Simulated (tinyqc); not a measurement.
Berg model of reactive sputtering of a nitride or oxide: poisoning, hysteresis and pumping speed. Changing the pumping speed S. Computed by tinyqc, a small Python program. Command: `OMP_NUM_THREADS=1 python tinyqc.py 3005386 3005387 out.jsonl berg sweep`. One thread of a shared host (Intel(R) Xeon(R) Processor @ 2.30GHz), about 0.06 s of CPU time with the checks.

A diatomic gas reacts with bare metal on the target and on the collecting surfaces; ions remove metal and compound from the target. theta_t and theta_c are the compound fractions.

Inputs (values chosen for the exercise, close to those used for titanium dioxide):
```
quantity                         value     unit
ion current density J               23  mA/cm^2
target area A_t                    170     cm^2
collecting area A_c               3600     cm^2
metal yield Y_m                   0.45        -
compound yield Y_c               0.024        -
sticking coefficient alpha         0.6        -
reactive atoms per metal atom z      2        -
gas mass M                          32        u
gas temperature T                  300        K
reactive partial pressure P      0.069       Pa
```

Constants: e = 1.602176634e-19 C; u = 1.6605390666e-27 kg; k_B = 1.380649e-23 J/K.

Method:
- Ion flux j = J/e; gas flux F = P/sqrt(2 pi M k_B T). Target: (2/z) alpha F (1 - theta_t) = j Y_c theta_t. Sputtered flows F_c = j Y_c theta_t A_t, F_m = j Y_m (1 - theta_t) A_t. Collector: (2/z) alpha F (1 - theta_c) A_c + F_c (1 - theta_c) = F_m theta_c. Gas use Q = alpha F [(1 - theta_t) A_t + (1 - theta_c) A_c] + P S/(k_B T); 1 sccm = 4.4780e17 molecules/s. Rate R = F_m + F_c, given relative to j Y_m A_t.
- P is a single-valued function of the flow Q only if dQ/dP > 0 everywhere: S must exceed k_B T times the steepest fall of the surface terms with P.
- Turning points solve dQ/dP = 0; a jump keeps Q fixed; the width of the loop is the difference of the two turning flows.

One run for each value:
```
pumping speed S (l/s)  width of the loop (sccm)  total flow Q (sccm)
10                                       6.6984                2.375
18                                       6.3644                2.673
32                                       5.9360                3.194
58                                       5.3592                4.161
110                                      4.5499                6.095
340                                      2.5541               14.652
620                                      1.2399               25.068
1100                                     0.1154               42.925
```

Give the missing row, pumping speed S (l/s) = 190.

Computed row:
```
pumping speed S (l/s)  width of the loop (sccm)  total flow Q (sccm)
190                                      3.6770                9.072
```

Interpolating between the two neighbouring rows (the first column on a logarithmic scale, the others too where they are positive) misses most in width of the loop (sccm), by 6.4 %. Over the rows, width of the loop (sccm) falls from 6.70 to 0.115 (exponent d ln y / d ln x -0.087 between the first rows and -4.1 between the last); total flow Q (sccm) rises from 2.38 to 42.9 (exponent d ln y / d ln x 0.20 between the first rows and 0.94 between the last). The pump term P S/(k_B T) tilts the flow curve upwards; the loop narrows and vanishes at the critical speed, beyond which no width is defined. Left out: 2000 (a listed quantity is not defined there).

Caution (rows 10.0, 18.0): here dQ/dP is negative, a branch that flow control cannot hold.
